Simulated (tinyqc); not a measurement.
From a target wavelength to the width: optical transitions of a finite quantum well. Three cases, with inputs chosen for the exercise.

Problem. Which width puts the e1-hh1 edge, hc/(Eg + e1 + hh1), at the wavelength below?

Each carrier sees a square well of width L with its own depth V and masses m (inside), mb (outside); c = hbar^2/2m0, k = sqrt(m E/c), kappa = sqrt(mb (V - E)/c), and level n solves k L + 2 atan[(k/m)/(kappa/mb)] = n pi. The envelope is cos(kz) for odd n and sin(kz) for even n inside, joins exp(-kappa (|z| - L/2)) outside, and is normalised to 1. Excitons and band mixing are left out.

Constants: hbar^2/2m0 = 3.80998211 eV angstrom^2; hc = 1239.841984 eV nm.

Case 1.

Values chosen (near those of a GaAs well in AlGaAs; not measured data): Eg = 1.548 eV (gap of the well); Vc = 0.203 eV (conduction offset); Vv = 0.109 eV (valence offset); me = 0.0652 m0 (electron, well); meb = 0.0878 m0 (electron, barrier); mh = 0.344 m0 (heavy hole along z, well); mhb = 0.419 m0 (heavy hole, barrier).

edge wavelength = 769.152 nm

Case 2.

Values chosen (near those of an InGaAs well in InAlAs; not measured data): Eg = 0.819 eV (gap of the well); Vc = 0.548 eV (conduction offset); Vv = 0.215 eV (valence offset); me = 0.0414 m0 (electron, well); meb = 0.0768 m0 (electron, barrier); mh = 0.383 m0 (heavy hole along z, well); mhb = 0.403 m0 (heavy hole, barrier).

edge wavelength = 1292.733 nm

Case 3.

Values chosen (near those of an InGaAs well in InP; not measured data): Eg = 0.801 eV (gap of the well); Vc = 0.25 eV (conduction offset); Vv = 0.35 eV (valence offset); me = 0.04 m0 (electron, well); meb = 0.0799 m0 (electron, barrier); mh = 0.382 m0 (heavy hole along z, well); mhb = 0.538 m0 (heavy hole, barrier).

edge wavelength = 1495.240 nm

Find: e1 + hh1 needed; L; e1; hh1.

Solution. Both confinement energies fall steadily with L, so their sum meets the target once; bisection in L finds it.

Case 1.

e1 + hh1 needed = 64.0 meV
L = 67.0 angstrom
e1 = 50.3 meV
hh1 = 13.6 meV

Case 2.

e1 + hh1 needed = 140.1 meV
L = 53.0 angstrom
e1 = 118.3 meV
hh1 = 21.8 meV

Case 3.

e1 + hh1 needed = 28.2 meV
L = 143.0 angstrom
e1 = 24.1 meV
hh1 = 4.1 meV

Computed by tinyqc, one run a case: `OMP_NUM_THREADS=1 python tinyqc.py N N+1 out.jsonl` with N = 1250173, 1250307, 1250338; one thread of a shared Intel(R) Xeon(R) Processor @ 2.30GHz, about 0.6 s a run at most.
